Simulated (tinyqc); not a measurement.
Composition and strain of an epitaxial Si(1-x)Ge(x) layer from Raman and X-ray peaks: one step, computed by the program tinyqc.

A (001) layer, biaxially strained in the plane. The Raman peaks follow empirical lines omega = w0 + c1 x + c3 x^3 + b eps (c3 for Si-Ge alone), with eps the in-plane strain.

Problem. X-ray (004) reflection. Bragg angle theta = arcsin(2 lambda/a) for (004), for the substrate with a_sub and the layer with a_perp; separation in arc seconds.

Inputs (values chosen for the exercise, modelled on silicon-germanium): X-ray wavelength = 1.540598 angstrom.

Substrate: relaxed alloy buffer.

substrate constant a_sub = 5.523981 angstrom

a_perp = 5.420632 angstrom

Give: theta of the substrate; theta of the layer; separation, layer less substrate.

Solution.

theta of the substrate = 33.90 degree

theta of the layer = 34.64 degree

separation, layer less substrate = 2654 arcsec
